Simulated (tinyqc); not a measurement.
Plane-wave Kohn-Sham cycle with exchange-only LDA in a layered model solid, step by step. One step of it, computed by the program tinyqc.

Question. Iteration 2: potential. V_H(G) = 4 pi rho(G)/G^2 for G != 0 (uniform background); v_x = -(3 rho/pi)^(1/3); V = V_ext + V_H + v_x; Fourier components f(G_m) = (1/N) sum_j f(x_j) exp(-i G_m x_j).

A solid whose potential varies along x alone (atomic units):
```
parameter                      value
period a                   11.800000
cross-section of the cell  12.000000
electrons per cell                 2
grid points                       16
plane waves -n..n, n               2
k points                           1
V1 in V1 cos(2 pi x/a)     -0.100000
V2 in V2 cos(4 pi x/a)      0.110000
```

density after iteration 1 (e/bohr^3): [0.01475866, 0.01480038, 0.01485759, 0.01476924, 0.01441777, 0.01387381, 0.01336191, 0.01305374, 0.01296116, 0.01305374, 0.01336191, 0.01387381, 0.01441777, 0.01476924, 0.01485759, 0.01480038]

Give: Potentials on the grid; V(G_m), m = 0, 1, 2, ....

Answer.

Potentials on the grid (hartree):
```
x          V_ext      V_H      v_x        V
0.0000    0.0100   0.0399  -0.2415  -0.1916
0.7375   -0.0146   0.0377  -0.2418  -0.2187
1.4750   -0.0707   0.0309  -0.2421  -0.2819
2.2125   -0.1161   0.0191  -0.2416  -0.3385
2.9500   -0.1100   0.0031  -0.2397  -0.3465
3.6875   -0.0395  -0.0148  -0.2366  -0.2909
4.4250    0.0707  -0.0310  -0.2337  -0.1939
5.1625    0.1702  -0.0421  -0.2319  -0.1038
5.9000    0.2100  -0.0460  -0.2313  -0.0673
6.6375    0.1702  -0.0421  -0.2319  -0.1038
7.3750    0.0707  -0.0310  -0.2337  -0.1939
8.1125   -0.0395  -0.0148  -0.2366  -0.2909
8.8500   -0.1100   0.0031  -0.2397  -0.3465
9.5875   -0.1161   0.0191  -0.2416  -0.3385
10.3250  -0.0707   0.0309  -0.2421  -0.2819
11.0625  -0.0146   0.0377  -0.2418  -0.2187
```

V(G_m), m = 0, 1, 2, ... (hartree): [-0.2380, -0.0311, 0.0543, 0.0000, 0.0000]
